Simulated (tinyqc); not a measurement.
# Doping and flat-band voltage from two insulator thicknesses

Question. A junctionless wire is fully depleted at VT = Vfb - q Nd R^2/(4 eps0 eps_r) - q Nd R^2 ln(1 + tox/R)/(2 eps0 eox). Find Nd and Vfb.

Values chosen for this exercise; material values close to those of gallium nitride: relative permittivity of the semiconductor eps_r = 9.46; relative permittivity of the gate insulator eox = 3.9; wire radius R = 8 nm.

Constants: q = 1.602176634e-19 C, eps0 = 8.8541878128e-14 F/cm where lengths are in cm. Results are converted to the units shown.

VT at tox = 1.8 and 4 nm (V): [-0.23104109, -0.68208140]

Solution. The difference of the thresholds is proportional to Nd and holds no Vfb.

Nd = 1.50e19 cm^-3
Vfb = 0.680 V

Numbers from tinyqc (`OMP_NUM_THREADS=1 python tinyqc.py 2460079 2460080 out.jsonl`; about 0.01 s on one thread of a shared Intel Xeon 2.30GHz).
